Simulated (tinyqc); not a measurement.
Choosing the offset: vacuum evaporation: vapour pressure, source flux, thickness distribution, purity and step coverage. Computed by tinyqc, a small Python program. Command: `OMP_NUM_THREADS=1 python tinyqc.py 3111594 3111595 out.jsonl evap walk`. One thread of a shared host (Intel(R) Xeon(R) Processor @ 2.30GHz), about 0.01 s of CPU time with the checks.

Molecular flow, unit sticking of the metal, no re-evaporation. The background gas is taken as water vapour (18.015 g/mol, collision diameter 0.37 nm) at 300 K.

Inputs (values chosen for the exercise, modelled on nickel, with constants for the liquid): directionality n = 1; source-to-wafer distance h = 61 cm; wafer radius R = 15 cm.

Method. Rotating wafer, source offset by s and facing upwards: thickness at radius r is the mean over the angle a of (1 + (r^2 + s^2 - 2 r s cos a)/h^2)^(-(n + 3)/2), by 360 equal steps; non-uniformity (max - min)/(max + min) over 21 radii from 0 to R. The curvature at the centre vanishes at s/h = sqrt(2/(n + 3)).

Against the offset:
```
s/h  centre thickness  edge over centre  non-uniformity (%)
0.0            1.0000            0.8892              5.8643
0.2            0.9246            0.9039              5.0456
0.4            0.7432            0.9397              3.1061
0.5            0.6400            0.9601              2.0354
0.6            0.5407            0.9794              1.0416
0.7            0.4504            0.9963              0.1862
0.8            0.3718            1.0102              0.5058
0.9            0.3052            1.0209              1.0358
1.1            0.2047            1.0343              1.6841
```

What follows from these numbers?

The best row, s/h = 0.7, has 0.19 % against 5.9 % on the axis, at the price of a rate lower by a factor 2.22; the small-wafer optimum is sqrt(2/(n + 3)) = 0.71.

Extremes, crossings and ranges named in words are read from the listed rows.
